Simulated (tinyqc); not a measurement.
On-chip interconnect, size-dependent resistivity and RC delay: two steps of the calculation.

A rectangular line between two neighbours and two ground planes. Surface and grain-boundary scattering are added to the bulk resistivity as corrections; capacitances are parallel-plate values without fringing; inductance is ignored.

Parameters, values chosen for the exercise; metal values close to those of copper:
```
symbol,value,unit,meaning
rho0,1.71,uohm cm,bulk resistivity
lam,39.1,nm,bulk mean free path
ps,0.2,,specular share of surface scattering
Rg,0.35,,reflection coefficient of grain boundaries
gr,0.7,,grain size over the metal width
wd,99,nm,drawn line width
AR,1.9,,"aspect ratio, height over width"
tl,2.3,nm,"liner on both walls and the bottom, not conducting"
sp,99,nm,space to the neighbouring lines
hd,110,nm,dielectric height to the planes above and below
ek,4.2,,relative permittivity of the dielectric
Mf,2,,Miller factor of the neighbours
Rd,3500,ohm,driver resistance
dt,30,ps,time step
```

Constants: eps0 = 8.8541878128e-12 F/m. Results are converted to the units shown.

Question 1. Resistivity, resistance and capacitance per length. Metal width x = wd - 2 tl, height y = AR wd - tl; grain boundaries (Mayadas-Shatzkes): al = (lam/(gr x)) Rg/(1 - Rg), g = 1/[1 - 3 al/2 + 3 al^2 - 3 al^3 ln(1 + 1/al)] - 1; surfaces (Fuchs-Sondheimer, thick limit): s = (3/8) lam (1 - ps)(1/x + 1/y); rho = rho0 (1 + g + s); r = rho/(x y); c = eps0 ek (2 wd/hd + 2 Mf AR wd/sp).

Wanted: x; y; al; g; s; rho; r; c.

Answer 1.

x = 94.400 nm
y = 185.80 nm
al = 0.31861
g = 0.45179
s = 0.18739
rho = 2.8030 uohm cm
r = 1.5981 ohm/um
c = 0.34956 fF/um

Question 2. Node voltages after a time step. A 1 V step is applied behind Rd at t = 0. C dv/dt = -G v + b, with G the conductance matrix of the ladder (1/Rs between neighbours, 1/Rd added at node 0) and b = (1 V/Rd, 0, ...). Trapezoidal step: (C/dt + G/2) v(new) = (C/dt - G/2) v + b.

Rs = 34.245097 ohm

```
node     C (fF)  v at t = 1 dt (V)
0     3.7453214         0.17837367
1     7.4906429         0.16207550
2     7.4906429         0.14854903
3     7.4906429         0.13756291
4     7.4906429         0.12892929
5     7.4906429         0.12250050
6     7.4906429         0.11816663
7     8.7453214         0.11585354
```

Wanted: v at t = 2 dt.

Answer 2.

v at t = 2 dt, node 0 to 7 (V): 0.2524  0.2540  0.2544  0.2540  0.2533  0.2525  0.2519  0.2515

tinyqc, about 0.01 s, one thread, Intel Xeon 2.30GHz (shared host): `OMP_NUM_THREADS=1 python tinyqc.py 2100109 2100110 out.jsonl`
